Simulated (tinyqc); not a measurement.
Comparisons within one model: donor near an oxide interface in a gate field (two-state model). A value that a table varies takes the place of the one given here.

Interface at z = 0 (hard wall), donor at z = d, field F pulling electrons to the interface: potential e F z; 1 kV/cm = 1e-5 eV/angstrom, c = hbar^2/2m0, q = e^2/(4 pi eps0), Q = (eps - eo)/(eps + eo). Donor state: E_D = e F d - ED - q Q/(4 eps d), the last term joining the images of ion and electron. Interface state: z exp(-b z/2) exp(-rho^2/(2 L^2)) with E_z = c b^2/(4 mz) + 3 e F/b + q Q b/(8 eps), minimised over b; in the plane at z = 3/b the ion (distance D = d - 3/b) and its image (D' = d + 3/b) give E_rho = c/(mt L^2) - (q/eps)(sqrt(pi)/L)[erfcx(D/L) + Q erfcx(D'/L)], erfcx(x) = exp(x^2) erfc(x), minimised over L. E_I = E_z + E_rho.

The two states couple by t = t0 exp(-D/aD) with t0 = q/(eps aD) (2 aD/L) sqrt(aD b/2) v, v a valley factor; this form is an estimate. With detuning u = E_D - E_I the splitting is sqrt(u^2 + 4 t^2) and the lower state has weight (1 - u/sqrt(u^2 + 4 t^2))/2 on the donor.

Constants: hbar^2/2m0 = 3.80998211 eV angstrom^2; e^2/(4 pi eps0) = 14.39964547 eV angstrom.

Parameters, chosen for this exercise (near those of a donor in Si below SiO2, static dielectric constants; not measured data):

| symbol | value | unit | meaning |
|---|---|---|---|
| d | 140 | angstrom | depth of the donor |
| ED | 54.8 | meV | bulk binding energy |
| mz | 0.916 | m0 | mass across the interface |
| mt | 0.195 | m0 | mass in the plane |
| eps | 11.2 |  | dielectric constant of the semiconductor |
| eo | 3.9 |  | dielectric constant of the oxide |
| aD | 16.3 | angstrom | donor radius |
| v | 0.31 |  | valley factor |
| Fl | (56.475, 56.584, 56.628, 56.65, 56.672, 56.716, 56.825) | kV/cm | fields |
| dl | (60, 80, 105, 135, 170, 215, 270) | angstrom | depths |

## Sweeping the field

Both levels, the splitting, the donor weight and the mean depth w d + (1 - w) 3/b.

Results:

| F (kV/cm) | E_D (meV) | E_I (meV) | splitting (meV) | donor weight | mean depth (angstrom) |
|---|---|---|---|---|---|
| 56.475 | 23.155 | 23.335 | 0.181 | 0.996 | 139.6 |
| 56.584 | 23.308 | 23.375 | 0.0715 | 0.974 | 137.3 |
| 56.628 | 23.369 | 23.392 | 0.0321 | 0.853 | 124.8 |
| 56.650 | 23.400 | 23.400 | 0.0227 | 0.502 | 88.4 |
| 56.672 | 23.431 | 23.408 | 0.0319 | 0.148 | 51.7 |
| 56.716 | 23.492 | 23.425 | 0.0713 | 0.026 | 39.0 |
| 56.825 | 23.645 | 23.466 | 0.181 | 0.004 | 36.7 |

E_D rises by 1.40 and E_I by 0.37 meV per kV/cm, so they cross once, near 56.6 kV/cm, where the splitting is 2t = 0.0227 meV. The donor weight passes from 0.85 to 0.15 while the detuning goes from -2t to 2t, a window of 0.044 kV/cm or 0.078 % of the field; across the table the charge moves by 103 angstrom.

## Depth of the donor

Critical field, and the coupling, E_rho and L at that field.

Results:

| d (angstrom) | critical field (kV/cm) | e F d/ED | t (meV) | E_rho (meV) | L (angstrom) |
|---|---|---|---|---|---|
| 60 | 168.9 | 1.849 | 1.6 | -22.54 | 55 |
| 80 | 114.3 | 1.668 | 0.46 | -17.58 | 67 |
| 105 | 80.6 | 1.545 | 0.097 | -13.83 | 81 |
| 135 | 59.2 | 1.458 | 0.015 | -11.04 | 97 |
| 170 | 44.9 | 1.394 | 0.0018 | -8.96 | 114 |
| 215 | 34.2 | 1.340 | 0.00012 | -7.23 | 135 |
| 270 | 26.3 | 1.297 | 4.5e-06 | -5.87 | 159 |

The critical field falls from 169 to 26 kV/cm, with exponent -1.24 in d, while t drops by a factor 3.6e+05, about e for each 17 angstrom at the end (aD = 16.3). One lattice plane (1.36 angstrom) of misplacement changes t by 8 % and the critical field by about 1.6 % at 105 angstrom.

## What each parameter does

Critical field (E_D = E_I), and t and L there. Each row changes one parameter from the base and keeps the others.

Results:

| case | critical field (kV/cm) | t (meV) | L (angstrom) |
|---|---|---|---|
| base | 56.7 | 0.0113 | 99.8 |
| d = 155 angstrom | 50.1 | 0.00456 | 107.2 |
| ED = 60.8 meV | 62.5 | 0.0106 | 100.3 |
| aD = 17.9 angstrom | 56.7 | 0.0210 | 99.8 |
| mz = 0.779 m0 | 57.8 | 0.0121 | 99.2 |
| mt = 0.224 m0 | 56.4 | 0.0120 | 94.7 |
| eo = 5.8 | 55.2 | 0.0105 | 102.4 |
| eps = 11.9 | 57.1 | 0.0104 | 101.9 |

The largest shifts from the base row, up to three for each result and ties (the steps differ in size, so this ranks the rows, not the parameters). critical field (kV/cm): d -6.5, ED +5.8, eo -1.4; unchanged at the printed digits by aD. t (meV): aD +0.00964, d -0.00678, eps -0.000973. L (angstrom): d +7.5, mt -5.0, eo +2.6; unchanged at the printed digits by aD.

Program tinyqc; command `OMP_NUM_THREADS=1 python tinyqc.py 1251346 1251347 out.jsonl`; about 0.1 s on one thread of a shared Intel(R) Xeon(R) Processor @ 2.30GHz.
